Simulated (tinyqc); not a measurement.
Inside a calculation. Method: extended Hueckel theory, for H3+. The parameters take no account of the charge, which enters only through the electron count. Computed by tinyqc, a small Python program that keeps every step (integrals from PySCF). Settings: charge = 1, K = 1.75, multiplicity = 1. Command: `OMP_NUM_THREADS=1 python tinyqc.py 21082 21083 out.jsonl` (the two numbers bound the seeds that draw the settings). One thread of a shared host (Intel(R) Xeon(R) Processor @ 2.60GHz), about 0.01 s of CPU time with the checks.

## Overlaps

Geometry (angstrom):
```
atom         x         y         z
H     0.000000  0.000000  0.000000
H     0.000000  0.000000  0.761000
H     0.000000  0.725000  0.380000
```

Parameters chosen for this run:
```
element  shell  Slater exponent   H_ii (eV)
H           1s         1.300000  -13.600000
```

Slater orbitals, each expanded in six Gaussians scaled to its exponent.

overlap S, order 1H 1s, 2H 1s, 3H 1s:
$$\begin{pmatrix}
1.000000 & 0.622123 & 0.583510 \\
0.622123 & 1.000000 & 0.583202 \\
0.583510 & 0.583202 & 1.000000
\end{pmatrix}$$

## Wolfsberg-Helmholz matrix

diagonal H_ii (eV): 1H 1s -13.600000, 2H 1s -13.600000, 3H 1s -13.600000

K = 1.750000

H_ij = K' S_ij (H_ii + H_jj)/2 for i != j (the diagonal keeps H_ii), with K' = 1.75.

H (eV), order 1H 1s, 2H 1s, 3H 1s:
$$\begin{pmatrix}
-13.600000 & -14.806532 & -13.887548 \\
-14.806532 & -13.600000 & -13.880208 \\
-13.887548 & -13.880208 & -13.600000
\end{pmatrix}$$

## Orbitals

valence electrons = 2

Solve H C = S C e through S^(-1/2); fill by pairs from the bottom, a degenerate level sharing its electrons equally; each orbital has its largest coefficient positive (the first on a tie).

orbital energies (eV): [-19.148300, -0.044669, 3.192969]

occupations: [2.000000, 0.000000, 0.000000]

coefficients, order 1H 1s, 2H 1s, 3H 1s:
$$\begin{pmatrix}
0.392762 & -0.610097 & 1.152505 \\
0.392697 & -0.617613 & -1.148077 \\
0.384157 & 1.255105 & -0.004723
\end{pmatrix}$$

sum of one-electron energies = -38.296599 eV

## Mulliken analysis

P = C n C^T; charge = valence electrons (H 1) minus the sum of (P S)_ii on the atom; overlap population = 2 sum P_ij S_ij between two atoms.

charges: 1H 0.323486, 2H 0.323711, 3H 0.352804

Overlap populations:
```
pair     value
2-1   0.383816
3-1   0.352165
3-2   0.351921
```
